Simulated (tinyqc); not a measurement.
From one set of inputs to another, one input at a time: Raman shift of the zone-centre optical phonon of a diamond-structure crystal under stress. Computed by tinyqc, a small Python program. Command: `OMP_NUM_THREADS=1 python tinyqc.py 3001968 3001969 out.jsonl ramanstress ladder`. One thread of a shared host (Intel(R) Xeon(R) Processor @ 2.30GHz), about 0.01 s of CPU time with the checks.

Axes x, y, z are the cube axes. Strain shifts the threefold optical mode and can split it; p, q and r are the phonon deformation potentials.

The inputs printed are set A. Set A is modelled on diamond; the values taken over come from a set modelled on germanium. Inputs not listed in the table keep their values of set A, so the rows need not describe a real material.

Inputs (values chosen for the exercise, modelled on diamond):
```
quantity                            value      unit
unstrained frequency omega_0         1332      1/cm
p/omega_0^2                         -2.78         -
q/omega_0^2                          -1.7         -
r/omega_0^2                         -1.82         -
C11                                  1076       GPa
C12                                 124.7       GPa
C44                                 576.7       GPa
stress sigma (tension positive)     -0.65       GPa
polarisation angle phi                 20    degree
temperature coefficient d omega/dT  -0.01  1/(cm K)
local temperature T                   310         K
laser wavelength                      532        nm
```

Stress state: biaxial. Axis: [001].

Constants: h = 6.62607015e-34 J s; c = 299792458 m/s; k_B = 1.380649e-23 J/K.

Method:
- S11 = (C11 + C12)/D, S12 = -C12/D, D = (C11 - C12)(C11 + 2 C12), S44 = 1/C44.
- Equal biaxial stress in the plane normal to the axis (unit vector n): sigma_ij = sigma (delta_ij - n_i n_j).
- eps_xx = S11 sigma_xx + S12 (sigma_yy + sigma_zz), and cyclic; eps_xy = S44 sigma_xy/2 (tensor strain).
- Secular matrix: M_xx = p eps_xx + q (eps_yy + eps_zz), M_xy = 2 r eps_xy; its eigenvalues are omega^2 - omega_0^2, and the shifts are these over 2 omega_0.
- Backscattering from a (001) surface: incident polarisation (cos phi, sin phi, 0). With Raman tensors (R_z)_xy = (R_z)_yx = 1 and cyclic, only the z component u_z of a mode counts: I = u_z^2 sin^2(2 phi) for parallel and u_z^2 cos^2(2 phi) for crossed polarisers. An unresolved line sits at the intensity-weighted shift, which is M_zz/(2 omega_0).
- A temperature above 300 K shifts the line by (d omega/dT)(T - 300 K); divided by the shift per stress it poses as a stress; the total shift adds it to the shift of the observed line. The anti-Stokes to Stokes ratio is [(omega_L + omega_0)/(omega_L - omega_0)]^3 exp(-h c omega_0/(k_B T)) in photon counts, omega_L = 1/wavelength, resonance effects left out.

Each row keeps all changes above it:
```
input moved                           from     to  shift per stress (1/(cm GPa))  volume strain (per mille)  total shift (1/cm)
set A                                    -      -                           -1.6                     -0.981                0.92
local temperature T (K)                310    360                           -1.6                     -0.981                0.42
r/omega_0^2                          -1.82   -1.1                           -1.6                     -0.981                0.42
C11 (GPa)                             1076  128.7                          112.6                     -3.438              -73.80
unstrained frequency omega_0 (1/cm)   1332  300.8                           25.4                     -3.438              -17.13
C44 (GPa)                            576.7  67.57                           25.4                     -3.438              -17.13
C12 (GPa)                            124.7  48.04                           -1.4                     -5.783                0.32
p/omega_0^2                          -2.78  -1.44                           -2.5                     -5.783                1.01
```

Where does the difference come from?

Shift per stress goes from -1.57 to -2.48, -0.916 in all. The largest single move comes from C11 (+114), but it runs against the net change; the largest move in the direction of the net change is unstrained frequency omega_0 (-87.2). Volume strain goes from -0.981 to -5.78, -4.8 in all. The largest single move comes from C11 (-2.46). Total shift goes from 0.918 to 1.01, +0.0954 in all. The largest single move comes from C11 (-74.2), but it runs against the net change; the largest move in the direction of the net change is unstrained frequency omega_0 (+56.7). The single moves hold for this order of the switches; the total does not depend on the order.

Caution (rows C11, unstrained frequency omega_0, C44): strains above about 1 % call for terms beyond linear order.

Extremes, crossings and ranges named in words are read from the listed rows.
